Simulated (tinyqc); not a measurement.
# Floating body of a partially depleted SOI transistor: body voltage and kink: two studies

Source at 0 V. Channel current Ic = 2 nf K Vt^2 [F(0) - F(Vd)](1 + la Vd), F(V) = ln^2(1 + exp((Vg - VT - nf V)/(2 nf Vt))), VT = VT0 - gb Vb. Saturation voltage Vs = 2 Vt sqrt(F(0)) + 3 Vt, excess Ve = (Vd - Vs + sqrt((Vd - Vs)^2 + 0.0004 V^2))/2, multiplication M1 = Ai Ve exp(-Bl/Ve). Each junction passes D(v) = J1 (exp(v/Vt) - 1) + J2 (exp(v/(2 Vt)) - 1). Bipolar current Ib = bb J1 (exp(Vb/Vt) - 1). The body settles where M1 (Ic + Ib) = D(Vb) + D(Vb - Vd) + Vb/Rb; drain current Id = (1 + M1)(Ic + Ib) - D(Vb - Vd).

Parameters, values chosen for the exercise; values of the order met in partially depleted silicon-on-insulator transistors:
```
symbol,value,unit,meaning
T,300,K,temperature
VT0,0.36,V,threshold at zero body voltage
gb,0.2,,fall of the threshold per volt of body voltage
nf,1.37,,slope factor
K,200,uA/(V^2 um),gain factor per width
la,0.08,1/V,channel-length modulation factor
Ai,1.02,1/V,impact-ionisation prefactor
Bl,7,V,impact-ionisation voltage
J1,2e-12,uA/um,diffusion saturation current of each junction
J2,6.4e-8,uA/um,recombination saturation current of each junction
bb,0,,gain of the lateral bipolar transistor on the diffusion current
Rb,20000,kohm um,"resistance of a weak body tie to the source (1e9 stands for no tie, and the term is then dropped)"
Vg,0.87,V,gate voltage
Vd,2.3,V,drain voltage
```

Constants: q = 1.602176634e-19 C, kB = 1.380649e-23 J/K, Vt = kB T/q. Results are converted to the units shown.

Each table varies one quantity; the others keep the values above.

## Output curve and kink

Rows with more than one solution for Vb (latch) are left out; dId/dVd by a forward difference over 1e-4 V, swing = 1e-4 V over the change of log10 Id; M1 under 1e-12 is printed as 0.

Result of one run:
```
Vd (V),Vb (V),M1,"Id, floating (uA/um)","Id, grounded (uA/um)",ratio,"dId/dVd, floating (uS/um)","dId/dVd, grounded (uS/um)"
1.48,0.4126,7.268e-4,28.68,21.26,1.349,54.38,1.710
```

What becomes of these results when the drain voltage Vd is changed from 1.48 to 1.16 V, all else the same?

Result of the changed run:
```
Vd (V),Vb (V),M1,"Id, floating (uA/um)","Id, grounded (uA/um)",ratio,"dId/dVd, floating (uS/um)","dId/dVd, grounded (uS/um)"
1.16,0.01543,3.673e-5,21.00,20.75,1.012,5.364,1.531
```

The whole series:
```
Vd (V),Vb (V),M1,"Id, floating (uA/um)","Id, grounded (uA/um)",ratio,"dId/dVd, floating (uS/um)","dId/dVd, grounded (uS/um)"
1.16,0.01543,3.673e-5,21.00,20.75,1.012,5.364,1.531
1.32,0.1099,2.406e-4,22.85,21.00,1.088,20.47,1.582
1.48,0.4126,7.268e-4,28.68,21.26,1.349,54.38,1.710
1.64,0.6029,0.001963,32.90,21.55,1.526,9.952,1.945
1.8,0.6412,0.004882,34.18,21.89,1.561,7.039,2.299
```

Vb rises from 0.0154 to 0.641 V and the ratio of the currents rises from 1.01 to 1.56. The output conductance with a floating body exceeds the grounded value by the largest factor among the rows, 31.8, at Vd = 1.48 V, where Vb = 0.413 V and M1 = 7.27e-4.

## Transfer curve and swing

Same model as above.

Result of one run:
```
Vg (V),Vb (V),M1,"Id, floating (uA/um)","Id, grounded (uA/um)",ratio,"swing, floating (mV/decade)","swing, grounded (mV/decade)"
0.41,0.6506,0.07440,3.194,0.5778,5.529,220.0,135.5
```

What becomes of these results when the gate voltage Vg is changed from 0.41 to 0.01 V, all else the same?

Result of the changed run:
```
Vg (V),Vb (V),M1,"Id, floating (uA/um)","Id, grounded (uA/um)",ratio,"swing, floating (mV/decade)","swing, grounded (mV/decade)"
0.01,4.400e-5,0.09711,2.420e-5,2.419e-5,1.000,82.04,82.06
```

The whole series:
```
Vg (V),Vb (V),M1,"Id, floating (uA/um)","Id, grounded (uA/um)",ratio,"swing, floating (mV/decade)","swing, grounded (mV/decade)"
-0.09,3.832e-6,0.09716,1.505e-6,1.505e-6,1.000,85.24,85.24
0.01,4.400e-5,0.09711,2.420e-5,2.419e-5,1.000,82.04,82.06
0.11,7.061e-4,0.09691,3.990e-4,3.974e-4,1.004,82.44,82.76
0.21,0.01143,0.09608,0.006521,0.006135,1.063,81.22,86.32
0.31,0.6021,0.08535,0.8063,0.07634,10.56,124.2,99.18
0.41,0.6506,0.07440,3.194,0.5778,5.529,220.0,135.5
0.51,0.6718,0.06356,7.499,2.326,3.224,329.2,205.6
0.61,0.6842,0.05361,13.65,5.859,2.330,446.8,302.5
0.71,0.6921,0.04470,21.54,11.22,1.920,567.1,413.1
```

Vb rises from 3.83e-6 to 0.692 V. The smallest swing among the rows is 81.2 mV a decade with a floating body (at Vg = 0.21 V) and 82.1 with a grounded one; Vt ln 10 = 59.5. The floating swing is smaller by more than 3 % for Vg = 0.21 V, where the rising Vb lowers the threshold as Vg rises. In the first row the floating body raises the current by a factor of 1.00.

Range of the model: The multiplication law is an empirical form chosen for the exercise; self-heating and capacitive coupling to the body are left out, and the linear laws are rough once Vb passes about 0.7 V or M1 about 0.1.

Computed by the program tinyqc: `OMP_NUM_THREADS=1 python tinyqc.py 2182203 2182204 out.jsonl`, one thread of a shared Intel Xeon 2.30GHz, about 0.2 s for the whole run.
